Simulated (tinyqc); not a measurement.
Worked calculation: plane-wave Kohn-Sham cycle with exchange-only LDA in a layered model solid. Computed by tinyqc, a small Python program that keeps every step. Settings: points = 16, plane-wave index or count = 3, electrons = 2, k points = 3, area = 19.0, mixing = 0.3, iteration cap = 73. Command: `OMP_NUM_THREADS=1 python tinyqc.py 31522 31523 out.jsonl` (the two numbers bound the seeds that draw the settings). One thread of a shared host (Intel(R) Xeon(R) Processor @ 2.60GHz), about 0.03 s of CPU time with the checks. Later iterations appear only in the table of the cycle.

## Iteration 1: potential

A solid whose potential varies along x alone (atomic units):
```
parameter                      value
period a                   15.300000
cross-section of the cell  19.000000
electrons per cell                 2
grid points                       16
plane waves -n..n, n               3
k points                           3
V1 in V1 cos(2 pi x/a)     -0.470000
V2 in V2 cos(4 pi x/a)      0.040000
```

density at the start, on the grid x_j = j a/N (e/bohr^3): 0.00687994  0.00687994  0.00687994  0.00687994  0.00687994  0.00687994  0.00687994  0.00687994  0.00687994  0.00687994  0.00687994  0.00687994  0.00687994  0.00687994  0.00687994  0.00687994

V_H(G) = 4 pi rho(G)/G^2 for G != 0 (uniform background); v_x = -(3 rho/pi)^(1/3); V = V_ext + V_H + v_x; Fourier components f(G_m) = (1/N) sum_j f(x_j) exp(-i G_m x_j).

Potentials on the grid (hartree):
```
x              V_ext       V_H        v_x          V
0.000000   -0.430000  0.000000  -0.187292  -0.617292
0.956250   -0.405939  0.000000  -0.187292  -0.593231
1.912500   -0.332340  0.000000  -0.187292  -0.519632
2.868750   -0.208145  0.000000  -0.187292  -0.395437
3.825000   -0.040000  0.000000  -0.187292  -0.227292
4.781250    0.151577  0.000000  -0.187292  -0.035715
5.737500    0.332340  0.000000  -0.187292   0.145048
6.693750    0.462508  0.000000  -0.187292   0.275216
7.650000    0.510000  0.000000  -0.187292   0.322708
8.606250    0.462508  0.000000  -0.187292   0.275216
9.562500    0.332340  0.000000  -0.187292   0.145048
10.518750   0.151577  0.000000  -0.187292  -0.035715
11.475000  -0.040000  0.000000  -0.187292  -0.227292
12.431250  -0.208145  0.000000  -0.187292  -0.395437
13.387500  -0.332340  0.000000  -0.187292  -0.519632
14.343750  -0.405939  0.000000  -0.187292  -0.593231
```

V(G_m), m = 0, 1, 2, ... (hartree): -0.187292  -0.235000  0.020000  0.000000  0.000000  0.000000  0.000000

## Iteration 1: Hamiltonian at one k

k = 0.000000 2 pi / a

H(m,m') = (k + G_m)^2/2 delta + V(G_m - G_m'), with V(-G) = V(G).

H (hartree), lower triangle:
```
           -3         -2         -1         +0         +1         +2        +3
-3   0.571617
-2  -0.235000   0.150001
-1   0.020000  -0.235000  -0.102969
+0   0.000000   0.020000  -0.235000  -0.187292
+1   0.000000   0.000000   0.020000  -0.235000  -0.102969
+2   0.000000   0.000000   0.000000   0.020000  -0.235000   0.150001
+3   0.000000   0.000000   0.000000   0.000000   0.020000  -0.235000  0.571617
```

## Iteration 1: levels at that k

Diagonalise the Hermitian matrix.

eigenvalues (hartree): -0.501859  -0.271359  -0.048119  0.176185  0.300799  0.693823  0.700536

## Iteration 1: new density

Motion across x is left out: the lowest 1 band(s) hold two electrons at each of the k points (j + 1/2)/nk - 1/2. Residual R = rho(out) - rho(in); rho(new) = rho(in) + 0.3 R. rho(out) = 2/(a A nk) sum |psi|^2 with psi = sum c exp(i G x). Harris energy E = band energy - dV sum rho (V_H/2 + v_x) + (3/4) dV sum rho v_x with rho(in), dV = a A/N, band energy = (2/nk) sum of the filled levels.

rho(out) (e/bohr^3): 0.02836445  0.02307983  0.01235416  0.00428645  0.00096285  0.00015129  0.00002050  0.00000222  0.00000009  0.00000222  0.00002050  0.00015129  0.00096285  0.00428645  0.01235416  0.02307983

density after iteration 1 (e/bohr^3): 0.01332530  0.01173991  0.00852221  0.00610190  0.00510482  0.00486135  0.00482211  0.00481663  0.00481599  0.00481663  0.00482211  0.00486135  0.00510482  0.00610190  0.00852221  0.01173991

energy per cell = -0.91002966 hartree

## Iteration 2: potential

As before.

Potentials on the grid (hartree):
```
x              V_ext        V_H        v_x          V
0.000000   -0.430000   0.300455  -0.233462  -0.363007
0.956250   -0.405939   0.265034  -0.223810  -0.364714
1.912500   -0.332340   0.175376  -0.201144  -0.358109
2.868750   -0.208145   0.065969  -0.179947  -0.322124
3.825000   -0.040000  -0.035926  -0.169558  -0.245484
4.781250    0.151577  -0.118129  -0.166818  -0.133370
5.737500    0.332340  -0.177311  -0.166368  -0.011339
6.693750    0.462508  -0.212875  -0.166305   0.083328
7.650000    0.510000  -0.224732  -0.166297   0.118970
8.606250    0.462508  -0.212875  -0.166305   0.083328
9.562500    0.332340  -0.177311  -0.166368  -0.011339
10.518750   0.151577  -0.118129  -0.166818  -0.133370
11.475000  -0.040000  -0.035926  -0.169558  -0.245484
12.431250  -0.208145   0.065969  -0.179947  -0.322124
13.387500  -0.332340   0.175376  -0.201144  -0.358109
14.343750  -0.405939   0.265034  -0.223810  -0.364714
```

V(G_m), m = 0, 1, 2, ... (hartree): -0.184229  -0.121545  0.030822  0.000893  0.000243  0.000161  0.000044

## Iteration 2: Hamiltonian at one k

k = 0.000000 2 pi / a

As before.

H (hartree), lower triangle:
```
           -3         -2         -1         +0         +1         +2        +3
-3   0.574680
-2  -0.121545   0.153064
-1   0.030822  -0.121545  -0.099905
+0   0.000893   0.030822  -0.121545  -0.184229
+1   0.000243   0.000893   0.030822  -0.121545  -0.099905
+2   0.000161   0.000243   0.000893   0.030822  -0.121545   0.153064
+3   0.000044   0.000161   0.000243   0.000893   0.030822  -0.121545  0.574680
```

## Iteration 2: levels at that k

As before.

eigenvalues (hartree): -0.310959  -0.176547  -0.031716  0.160827  0.203558  0.612448  0.613836

## Iteration 2: new density

As before.

rho(out) (e/bohr^3): 0.02098942  0.01890867  0.01365240  0.00763768  0.00316403  0.00093445  0.00020063  0.00003898  0.00001602  0.00003898  0.00020063  0.00093445  0.00316403  0.00763768  0.01365240  0.01890867

density after iteration 2 (e/bohr^3): 0.01562453  0.01389054  0.01006127  0.00656263  0.00452258  0.00368328  0.00343567  0.00338333  0.00337600  0.00338333  0.00343567  0.00368328  0.00452258  0.00656263  0.01006127  0.01389054

energy per cell = -0.59430117 hartree

## Convergence

Stop when sqrt(dV sum R^2) is below 1e-8, dV = a A/N.

Course of the cycle:
```
iteration  E (hartree)  norm of the residual
1          -0.91002966              1.63e-01
2          -0.59430117              8.18e-02
3          -0.50910126              4.18e-02
4          -0.49999830              3.45e-02
5          -0.49772294              2.08e-02
6          -0.49684336              1.36e-02
7          -0.49650896              8.55e-03
8          -0.49638385              5.50e-03
9          -0.49633769              3.52e-03
10         -0.49632094              2.28e-03
11         -0.49631503              1.48e-03
...                ...                   ...
63         -0.59506379              1.32e-01
64         -0.59506379              1.32e-01
65         -0.59506379              1.32e-01
66         -0.59506379              1.32e-01
67         -0.59506379              1.32e-01
68         -0.59506379              1.32e-01
69         -0.59506379              1.32e-01
70         -0.59506379              1.32e-01
71         -0.59506379              1.32e-01
72         -0.59506379              1.32e-01
73         -0.59506379              1.32e-01
```

Not converged within 73 iterations: the residual has stopped falling. Reruns (cap 100 unless said): mixing 0.1: not converged; mixing 0.5, Kerker q0 1.0: converged in 96 (E = -0.49631); mixing 0.3, Pulay depth 5: converged in 14 (E = -0.49631); the original settings with a cap of 400: not converged.
